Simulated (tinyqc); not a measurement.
Composition and strain of an epitaxial Si(1-x)Ge(x) layer from Raman and X-ray peaks: one step, computed by the program tinyqc. Command: `OMP_NUM_THREADS=1 python tinyqc.py 3024501 3024502 out.jsonl epiraman walk`. One thread of a shared host (Intel(R) Xeon(R) Processor @ 2.30GHz), about 0.01 s of CPU time with the checks.

A (001) layer, biaxially strained in the plane. The Raman peaks follow empirical lines omega = w0 + c1 x + c3 x^3 + b eps (c3 for Si-Ge alone), with eps the in-plane strain.

Question. Raman peaks. Insert x and eps in the three lines; the strain part is b eps.

Inputs (values chosen for the exercise, modelled on silicon-germanium):
```
quantity,value,unit
Ge fraction x,0.84,-
Si-Si: w0,520.2,1/cm
Si-Si: c1,-68.7,1/cm
Si-Si: strain coefficient b,-705,1/cm
Si-Ge: w0,400.3,1/cm
Si-Ge: c1,23.8,1/cm
Si-Ge: c3,-31.9,1/cm
Si-Ge: strain coefficient b,-554,1/cm
Ge-Ge: w0,280,1/cm
Ge-Ge: c1,18.7,1/cm
Ge-Ge: strain coefficient b,-440,1/cm
```

Substrate: germanium.

in-plane strain eps = 7.086701 per mille

Give: Si-Si peak; Si-Ge peak; Ge-Ge peak; strain parts.

Answer.

Si-Si peak = 457.5 1/cm

Si-Ge peak = 397.5 1/cm

Ge-Ge peak = 292.6 1/cm

strain parts (1/cm): Si-Si -4.996, Si-Ge -3.926, Ge-Ge -3.118

Read as unstrained, the Si-Si peak would give x = 0.913 in place of 0.84. Caution: near either end one of the like-atom peaks is weak, since its intensity follows the number of such bonds.
